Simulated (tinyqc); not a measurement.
Ways to average over directions: averaged masses of warped heavy- and light-hole bands.

Four-band hole energies E = c k^2 f(u), c = hbar^2/2m0, f = g1 -/+ 2 sqrt(g2^2 + 3 (g3^2 - g2^2) s), s = ux^2 uy^2 + uy^2 uz^2 + uz^2 ux^2 for the unit vector u; minus for heavy, plus for light holes; the mass along u is 1/f.

Grid: n x n midpoints in cos(theta) from 0 to 1 and phi from 0 to pi/2, equal weights. m_d = <f^(-3/2)>^(2/3). Conductivity mass for one scattering time: 1/m_c = <|w|^2 f^(-5/2)>/<f^(-3/2)> with w = grad_k(k^2 f)/(2 k), that is |w|^2 = f^2 + |angular gradient of f|^2/4.

Values chosen for the exercise (out of a larger set: near those of Si; not measured data): g1 = 4.27 (Luttinger gamma1); g2 = 0.34 (gamma2); g3 = 1.44 (gamma3).

Heavy and light m_d on grids of growing n, against n = 160; also the three-direction rule <F> = (10 F[100] + 16 F[110] + 9 F[111])/35 and the spherical masses 1/(g1 (1 -/+ mu)), mu = (6 g3 + 4 g2)/(5 g1).

Masses (m0):
```
method             heavy   light  error heavy (%)  error light (%)
grid n = 1        0.7086  0.1403            36.36            -9.90
grid n = 2        0.5340  0.1512             2.77            -2.88
grid n = 3        0.5270  0.1534             1.43            -1.47
grid n = 5        0.5220  0.1546             0.47            -0.68
grid n = 10       0.5203  0.1553             0.13            -0.24
grid n = 160      0.5196  0.1557             0.00             0.00
three directions  0.5392  0.1621             3.77             4.10
spherical         0.4405  0.1595           -15.22             2.44
[100] alone       0.2786  0.2020           -46.39            29.76
```

The heavy mass is within 1 % from grid n = 5 on. Three directions err by +3.77 %, the spherical form by -15.22 % and [100] alone by -46.4 %; for light holes the same three err by +4.10, +2.44 and +29.8 %. The power -3/2 weights the heavy directions near [111], which a mean of f misses.

Program tinyqc; command `OMP_NUM_THREADS=1 python tinyqc.py 1081584 1081585 out.jsonl`; about 0.03 s on one thread of a shared Intel(R) Xeon(R) Processor @ 2.30GHz.
